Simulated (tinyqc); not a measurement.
## Remanence, coercive field and barrier from the coefficients

Question. u = al P^2 + be P^4 - E P (P in uC/cm^2, E in kV/cm, u in mJ/cm^3). Find Pr, the polarisation Pc at which dE/dP = 0, Ec and the barrier u(0) - u(Pr).

al = -2.4356964 kV cm/uC
be = 0.0021143198 kV cm^5/uC^3

Answer. Pr^2 = -al/(2 be), Pc^2 = -al/(6 be), Ec = -(4/3) al Pc and the barrier is al^2/(4 be).

Pr = 24.0 uC/cm^2
Pc = 13.9 uC/cm^2
Ec = 45.0 kV/cm
barrier = 701 mJ/cm^3

Program tinyqc, `OMP_NUM_THREADS=1 python tinyqc.py 2860145 2860146 out.jsonl`; Intel Xeon 2.30GHz, shared host, one thread, about 0.1 s.
